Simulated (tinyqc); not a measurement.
Compensation sets the slope of the freeze-out: donors on two lattice sites with valley-orbit split states.

Each donor binds at most one electron, in any of its states. For a site s, W_s = sum over its states of g exp(E/kT), and the ionised share is 1/(1 + W_s exp(eta)), eta = (EF - Ec)/kT; n = Nc F_1/2(eta); neutrality n + NA = ND x (mean ionised share, the two sites in equal numbers); holes are neglected. Nc from N = 2 (m kB T/(4 pi c))^(3/2) with c = hbar^2/2m0, in 1/angstrom^3; times 1e24 for 1/cm^3, m = md. F_j(eta) = (1/Gamma(j + 1)) integral_0^infinity x^j dx/(1 + exp(x - eta)), which tends to exp(eta) for eta << 0.

Constants: hbar^2/2m0 = 3.80998211 eV angstrom^2; kB = 8.617333262e-05 eV/K.

Inputs chosen for the exercise (near those of nitrogen in 4H-SiC; not measured data): md = 0.802 m0 (density-of-states mass of the conduction band); E = (64.9, 57.1, 114.2, 70.9) meV (binding energies of h ground, h excited, k ground, k excited); g = (2, 4, 2, 4) (their degeneracies with spin); ND = 6.3e+18 1/cm^3 (donors, half on each site).

NA = K ND. The slope energy is -d ln(n T^(-p))/d(1/kT) between 50 and 60 K, with p = 3/4 for K = 0 and p = 3/2 otherwise.

Results:
```
K,n(50 K) (1/cm^3),n(60 K) (1/cm^3),slope energy (meV)
0,6.47e+14,2.49e+15,31.36
0.0010,6.56e+13,8.67e+14,59.67
0.010,6.50e+12,9.67e+13,62.71
0.050,1.19e+12,1.78e+13,62.75
0.20,1.99e+11,2.97e+12,62.75
0.50,5.01e+08,2.02e+10,88.47
```

What can be read from this table?

Without acceptors the slope is 31.36 meV, against half the h-site ground-state energy, 32.45; with K = 0.05 it is 62.75 meV, against the full 64.9. The full energy (less a few meV where excited levels lie within a few kT) shows where n is far below NA, since the acceptors then hold EF near the donor level: n(60 K)/NA is 0.14 for K = 0.001 and 5.6e-05 for K = 0.05; where it is not small, the slope falls short of the full energy. At K = 0.5 the acceptors have taken as many electrons as there are h sites, EF sits between the two levels, and the slope is 88.5 meV against their mean of 89.6.

Computed by tinyqc, a small Python program: `OMP_NUM_THREADS=1 python tinyqc.py 1650787 1650788 out.jsonl` (the numbers bound the seed that draws the inputs); one thread of a shared host (Intel(R) Xeon(R) Processor @ 2.30GHz), about 0.01 s for the whole set of steps.
